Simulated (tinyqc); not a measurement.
# Ballistic Schottky-barrier transistor with a two-dimensional channel, WKB contacts: what changes with what

Source Fermi level 0, drain Fermi level -Vd. Far from the contacts Ec = pn - psi, and the gate moves psi one to one; the band edges relax as exp(-x/lam) from pn at the source and pn - Vd at the drain; Ev = Ec - Eg. A carrier of energy w inside the channel band meets at a contact a barrier of height D (the contact edge beyond the channel edge): T = 1 for w >= D, else exp(-S), S = 4 lam sqrt(m/C) [sqrt(D - w) - sqrt(w) arctan sqrt((D - w)/w)], C = hbar^2/(2 m0). The two contacts combine as Ts Td/(Ts + Td - Ts Td).

Inputs (values chosen for the exercise); channel values close to those of a molybdenum disulphide layer:
- T = 300 K (temperature)
- Eg = 1.7 eV (band gap)
- pn = 0.42 eV (barrier for electrons at both contacts)
- mn = 0.48 m0 (electron mass)
- mp = 0.58 m0 (hole mass)
- g = 2 (valleys or subbands)
- lam = 3.7 nm (screening length at the contacts)
- Vd = 0.1 V (drain bias)
- ps = -1.03 V (band shift psi of the channel by the gate)

Constants: q = 1.602176634e-19 C, kB = 1.380649e-23 J/K, hbar = 1.054571817e-34 J s, h = 6.62607015e-34 J s, m0 = 9.1093837015e-31 kg, Vt = kB T/q, hbar^2/(2 m0) = 0.0380998212 eV nm^2. Results are converted to the units shown.

Each table varies one quantity; the others keep the values above.

## Effect of the drain bias on the off state

I/W = g (2 q^2/h) int T(w) [N(Es + w) - N(Ed + w)] dw with w the energy of motion along the channel, N(y) = (1/2 pi) sqrt(pi m kB T/C) Fm(-y/kB T), Fm(x) = (1/sqrt(pi)) int_0^infinity u^(-1/2)/(1 + exp(u - x)) du. Electrons: Ds = psi, Dd = psi - Vd, Es = Ec, Ed = Ec + Vd. Holes: Ds = -psi, Dd = Vd - psi, Es = -Ev, Ed = -Ev - Vd. The size of each current is taken; both flow from drain to source and add. The integrals are converged. For each Vd, psi is set to the minimum of I.

Effect of the drain bias on the off state:
```
Vd (V),psi at the minimum (V),smallest I (uA/um)
0.05,-0.667,1.11e-15
0.21,-0.615,9.08e-15
0.37,-0.567,5.72e-14
0.53,-0.517,3.79e-13
0.68,-0.469,2.34e-12
0.84,-0.417,1.71e-11
1,-0.364,1.30e-10
```

What does the comparison show?

The smallest current rises from 1.11e-15 to 1.30e-10 uA/um, 5.50 decades a volt between the last two rows, and the minimum moves by 0.32 V a volt over the table: a larger Vd lets holes enter from the drain while electrons still enter from the source.

## Effect of the screening length

Same model as above.

Effect of the screening length:
```
lam (nm),current of the holes (uA/um),share over the barriers (%),|d psi/d log10| of this current (mV/decade)
0.5,0.002363,9.223e-15,65.78
1.6,6.932e-8,3.144e-10,82.81
2.6,1.162e-10,1.876e-7,102.6
3.7,9.865e-13,2.209e-5,129.2
4.8,3.836e-14,5.683e-4,161.1
5.9,3.954e-15,0.005513,198.3
6.9,8.770e-16,0.02485,236.6
8,2.540e-16,0.08581,283.4
```

The current falls from 0.00236 to 2.54e-16 uA/um, while the share over the barriers rises from 9.22e-15 to 0.0858 %: the thermionic part does not depend on lam, and a thinner barrier adds tunnelling. The swing rises from 65.8 to 283 mV/decade.

## Ambipolar transfer curve

Same model as above.

Swing = d(psi)/d(log10 I).

Ambipolar transfer curve:
```
ps (V),electrons (uA/um),holes (uA/um),I (uA/um),swing (mV/decade)
-1.02,4.068e-22,8.257e-13,8.257e-13,-129.6
-0.88,9.148e-20,7.287e-14,7.287e-14,-136.3
-0.73,3.028e-17,6.245e-15,6.275e-15,-147.9
-0.59,6.809e-15,7.366e-16,7.546e-15,68.79
-0.44,2.254e-12,9.070e-17,2.254e-12,59.53
-0.3,5.069e-10,1.575e-17,5.069e-10,59.53
-0.15,1.678e-7,2.982e-18,1.678e-7,59.53
-0.01,3.773e-5,7.409e-19,3.773e-5,59.53
0.14,2.796e-4,4.639e-20,2.796e-4,219.8
0.28,0.001307,2.063e-22,0.001307,197.9
0.43,0.008382,6.232e-25,0.008382,174.8
0.57,0.05716,2.772e-27,0.05716,165.4
```

I goes from 8.26e-13 through a minimum of 6.28e-15 (at ps = -0.73 V among the rows listed) to 0.0572 uA/um; the exact minimum lies at psi = -0.649 V. Holes carry the left branch and electrons the right. The ratio of the last row to the smallest is 9.11e12 and of the first row 132, with barriers of 0.42 eV for electrons and 1.28 eV for holes. The steepest swing among the rows is 59.5 mV/decade, against the thermionic limit 59.5.

Range of the model: No scattering, image-force lowering, channel charge or band-to-band tunnelling; parabolic kappa overstates S deep in the gap.

tinyqc, about 0.5 s, one thread, Intel Xeon 2.30GHz (shared host): `OMP_NUM_THREADS=1 python tinyqc.py 2390045 2390046 out.jsonl`
